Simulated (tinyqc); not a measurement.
# Changing the temperature T

Model: square-lattice Ising model by mean field, Bethe lattice, transfer matrix, exact enumeration and Monte Carlo steps. Computed by tinyqc, a small Python program. Command: `OMP_NUM_THREADS=1 python tinyqc.py 3008365 3008366 out.jsonl ising sweep`. One thread of a shared host (Intel(R) Xeon(R) Processor @ 2.30GHz), about 0.05 s of CPU time with the checks.

H = -J sum over nearest pairs s_i s_j, s = +-1, no field, periodic boundaries; energies per site are in J. As a lattice gas or an alloy, s marks which species holds the site.

Inputs (values chosen for the exercise, for a model lattice): coupling J = 29.4 meV.

Enumerated cell: 3 x 5.

States of the 3 x 5 cell:
```
E (J)  |M|  count
-30     15      2
-22     13     30
-18      3     10
-18      9     10
-18     11     60
-14      1     60
-14      5     60
-14      7     90
-14      9    150
-14     11    150
-10      1    180
-10      3    330
-10      5    276
-10      7    390
-10      9    450
-6       1   1020
-6       3   1030
-6       5   1260
-6       7   1140
-6       9    300
-2       1   3150
-2       3   2850
-2       5   2220
-2       7    870
2        1   4170
2        3   3480
2        5   1590
2        7    240
6        1   2940
6        3   1590
6        5    540
10       1   1020
10       3    660
10       5     60
14       1    330
14       3     60
```

Constants: k_B = 8.617333262e-05 eV/K.

Method:
- K = J/(k_B T). Onsager: k_B T_c/J = 2/ln(1 + sqrt 2); mean field: 4; Bethe lattice with z = 4: 2/ln 2.
- K = J/(k_B T). Mean field: m = tanh(4 K m), u = -2 m^2. Bethe: cavity field h = 3 artanh(tanh K tanh h), m = tanh(4h/3), u = -2 (tanh K + tanh^2 h)/(1 + tanh K tanh^2 h). Exact: m = [1 - sinh(2K)^(-4)]^(1/8) below T_c; u = -coth(2K) [1 + (2/pi)(2 tanh^2(2K) - 1) K1(k)], k = 2 sinh(2K)/cosh^2(2K), K1 the complete elliptic integral of the first kind. The largest root is taken.
- Weights count x exp(-K E); N = 15; u = <E>/N, c = K^2 (<E^2> - <E>^2)/N in k_B, Binder U = 1 - <M^4>/(3 <M^2>^2).

One run for each value:
```
temperature T (K)  heat capacity c, cell  Binder cumulant U  <|m|>, cell  m, exact  u, cell  u, exact
477                              0.15772            0.66440      0.98976   0.99146  -1.9661   -1.9684
595                              0.41154            0.65469      0.95549   0.96479  -1.8710   -1.8823
712                              0.68489            0.62748      0.87782   0.87571  -1.6803   -1.6744
830                              0.76906            0.57665      0.76481   0.00000  -1.4217   -1.1689
947                              0.66183            0.50980      0.65260   0.00000  -1.1730   -0.9209
1060                             0.51065            0.44214      0.56466   0.00000  -0.9790   -0.7768
1180                             0.37642            0.37703      0.49545   0.00000  -0.8242   -0.6705
1300                             0.28097            0.32295      0.44556   0.00000  -0.7096   -0.5919
1420                             0.21533            0.27977      0.40908   0.00000  -0.6230   -0.5309
1530                             0.17289            0.24827      0.38373   0.00000  -0.5608   -0.4857
```

What does the table show, and why?

Over the rows, heat capacity c, cell goes from 0.158 through a maximum among these rows, 0.769 at 830, to 0.173; Binder cumulant U falls from 0.664 to 0.248 (exponent d ln y / d ln x -0.067 between the first rows and -1.6 between the last); <|m|>, cell falls from 0.990 to 0.384 (exponent d ln y / d ln x -0.16 between the first rows and -0.86 between the last). The heat capacity of the cell peaks among these rows at k_B T/J = 2.43, against the exact 2.269 where the infinite lattice diverges logarithmically.

Extremes, crossings and ranges named in words are read from the listed rows.
